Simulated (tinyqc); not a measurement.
Random telegraph noise from one oxide trap in a small MOSFET: one step of the calculation.

An acceptor-like trap exchanges electrons with the channel. Inversion charge Q = Cox u, u = n Vt W0(exp((Vg - VT)/(n Vt))), W0 the Lambert function, n = nf, Cox = eps0 eox/tox; linear regime Id = (W/L) mu Q Vd. Relative to threshold the surface potential rises by Vt ln(u/u0) and the oxide voltage by the rest of Vg - VT, with u0 = n Vt W0(1).

Problem. Trap level, time constants and occupancy. N = Cox u/q; dpsi = Vt ln(u/u0); E = E0 - dpsi - (xt/tox)(Vg - VT - dpsi); capture time tc = 1/[(N/zi) vth s0 exp(-xt/lt - EB/Vt)]; emission time te = tc exp(-E/Vt); occupancy te/(tc + te).

Values chosen for this exercise; values of the order met in silicon transistors: temperature T = 350 K; relative permittivity of the gate insulator (close to silicon dioxide) eox = 3.9; insulator thickness tox = 3.5 nm; depth of the trap from the channel interface xt = 0.77 nm; trap level above the channel Fermi level at threshold E0 = 0.19 eV; capture prefactor s0 = 2e-17 cm^2; capture barrier (lattice relaxation) EB = 0.27 eV; tunnelling decay length lt = 0.19 nm; thermal velocity vth = 2.1e7 cm/s; thickness of the inversion layer zi = 2.8 nm; threshold voltage VT = 0.26 V; body factor nf = 1.06; gate voltage Vg = 0.71 V.

Constants: q = 1.602176634e-19 C, kB = 1.380649e-23 J/K, Vt = kB T/q, eps0 = 8.8541878128e-14 F/cm where lengths are in cm. Results are converted to the units shown.

Wanted: u; N; dpsi; E; tc; te; occupancy.

Solution.

u = 0.37158 V
N = 2.2882e12 cm^-2
dpsi = 0.091088 V
E = 0.019951 eV
tc = 1.2951e-4 s
te = 6.6835e-5 s
occupancy = 0.34040

The trap lies 0.66 Vt above the Fermi level, so it is filled 34.0 % of the time.

Range of the model: VT is taken as given; short-channel effects and the uneven flow of current among few electrons are left out.

Computed by the program tinyqc: `OMP_NUM_THREADS=1 python tinyqc.py 2710162 2710163 out.jsonl`, one thread of a shared Intel Xeon 2.30GHz, about 0.01 s for the whole run.
